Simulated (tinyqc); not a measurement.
# From share kept at the centre back to height of the strained layer h

Model: stress in a transistor channel from embedded alloy regions, liners and fins, by half-space elasticity. Computed by tinyqc, a small Python program. Command: `OMP_NUM_THREADS=1 python tinyqc.py 3031438 3031439 out.jsonl stressor inv`. One thread of a shared host (Intel(R) Xeon(R) Processor @ 2.30GHz), about 0.1 s of CPU time with the checks.

Plane strain in an isotropic half-space, the same constants everywhere; x along the channel from its centre, y downwards from the free surface; stress is positive in tension.

Inputs (values chosen for the exercise, modelled on silicon): length of a cut fin or stripe = 640 nm.

Method. Shear-lag estimate for a stripe of length l and height h on a like substrate: the stress along it is s(x)/s_film = 1 - cosh(x/lam)/cosh(l/(2 lam)), lam = (pi/2) g h with g = 1.258; mean = 1 - (2 lam/l) tanh(l/(2 lam)).

Problem. A run gave the result below. Find the height of the strained layer h, known to lie between 23 and 39 nm.

share kept at the centre = 0.9940455

Solution.

Each step takes the trial c = (a f_b - b f_a)/(f_b - f_a), f being the result less the target and a, b, c the logarithms of the listed values; c replaces end b, the old b replaces a if the sign of f changed, and otherwise f_a is halved.

Scan of the range:
```
height of the strained layer h (nm)  share kept at the centre
23.0                                                 0.998249
25.1                                                 0.996844
27.4                                                 0.994577
29.9                                                 0.991110
32.7                                                 0.985866
35.7                                                 0.978572
39.0                                                 0.968550
```

False position (Illinois rule, in the logarithm of the input) inside the bracket:
```
step    end a    end b    trial  share kept at the centre
1     27.4000  29.9000  27.7690                  0.994133
2     29.9000  27.7690  27.8288                  0.994059
3     29.9000  27.8288  27.8476                  0.994036
4     27.8288  27.8476  27.8400                  0.994046
5     27.8476  27.8400  27.8400                  0.994046
```

Share kept at the centre falls at every point of a 13-point scan of the range (every second point is shown), so one value fits; it is bracketed by 27.4 and 29.9. Answer: height of the strained layer h = 27.84 nm.

Caution: far from the ends the true relaxation falls as h/x, more slowly than the exponential of the shear-lag model.
